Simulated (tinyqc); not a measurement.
Charge imbalance from the loss of breakdown voltage.

Question. In a superjunction of pillar doping N and length Lp an imbalance dl lowers BV by q |dl| N Lp^2/(4 eps0 eps_r), as long as the field reaches through the pillar. Find |dl| and the net dose error |dl| N wp.

Values chosen for this exercise: relative permittivity of the semiconductor eps_r = 12.1; width of each pillar wp = 5 um.

Constants: q = 1.602176634e-19 C, eps0 = 8.8541878128e-14 F/cm where lengths are in cm. Results are converted to the units shown.

BV balanced and BV measured (V): 340  322.91317
N = 3.6911593e15 cm^-3
Lp = 12.763928 um

Answer. The loss is linear in |dl|; its sign cannot be told from BV.

|dl| = 7.60 %
dose error = 1.40e11 cm^-2

Numbers from tinyqc (`OMP_NUM_THREADS=1 python tinyqc.py 2590062 2590063 out.jsonl`; about 0.01 s on one thread of a shared Intel Xeon 2.30GHz).
